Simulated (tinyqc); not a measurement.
Worked calculation: thin-film optics by transfer matrices. Values are carried at full precision from step to step, so a last printed digit may differ when a step is redone from the rounded ones.

Indices N = n + i k. Snell: N0 sin(theta) = N_j sin(theta_j), with Im(N_j cos theta_j) >= 0. Admittance y_j = N_j cos theta_j for s and N_j/cos theta_j for p. Phase delta_j = 2 pi N_j cos theta_j d_j/lambda. Layer matrix [[cos delta, -i sin delta/y], [-i y sin delta, cos delta]], multiplied from the top down to M. (B, C) = M (1, y_sub); r = (y0 B - C)/(y0 B + C), R = |r|^2, T = 4 Re y0 Re y_sub/|y0 B + C|^2, absorbed in the films 1 - R - T.

Inputs chosen for the exercise (indices near those of resist, SiO2 on Si; shifted at random, so the results belong to these values and not to a real crystal): lam = 365 nm (vacuum wavelength); n0 = 1 (ambient index); n = (1.721, 1.484, 6.544) (n of resist, SiO2, substrate); k = (0.024, 0, 2.684) (k in the same order); d = (692, 92.7) nm (thicknesses, top first); theta = 45 degrees (angle of incidence); pol = s (polarisation).

## Angles, admittances and phases

Form cos theta_j, y_j and delta_j.

cos theta_j: ambient 0.7071, film 1 0.9118+0.0026i, film 2 0.8792, substrate 0.9964+0.0035i

y_j: ambient 0.7071, film 1 1.5691+0.0263i, film 2 1.3047, substrate 6.5113+2.6975i

delta_j (rad): film 1 18.6910+0.3136i, film 2 2.0820

## Layer matrices and their product

Form each matrix and multiply from the top down.

matrix of film 1:
```
                1               2
1  1.0364+0.0503i  0.2023+0.1022i
2  0.4895+0.2682i  1.0364+0.0503i
```

matrix of film 2:
```
          1         2
1   -0.4892  -0.6685i
2  -1.1379i   -0.4892
```

M:
```
                 1                2
1  -0.3907-0.2548i  -0.0653-0.7428i
2  -0.1822-1.3106i  -0.3277-0.3518i
```

Each matrix has determinant 1, and so has M.

## Reflection and transmission

Close the stack on the substrate.

B, C: 1.1875-5.2677i  -1.3670-4.4854i

r = -0.1095+0.2617i
R = 0.0805
T into the substrate = 0.2721
absorbed in the films = 0.6474

The bare substrate would reflect 0.6899.

## Ellipsometric angles

Ellipsometry: rho = tan(Psi) exp(i Delta) = -conj(r_p/r_s) with the r of the admittance formula, Delta in 0 to 360 degrees, so that a bare dielectric at small angles gives Delta = 180.

Repeat the steps for both polarisations.

r_s = -0.1095+0.2617i
r_p = 0.1011+0.2564i
Psi = 44.17 degrees
Delta = 224.20 degrees

## Checks

- R against the recursion of Airy sums from the substrate up: both 0.080491.

Run: tinyqc, `OMP_NUM_THREADS=1 python tinyqc.py 1651007 1651008 out.jsonl`; Intel(R) Xeon(R) Processor @ 2.30GHz, one thread, shared host; about 0.01 s of CPU time with all checks.
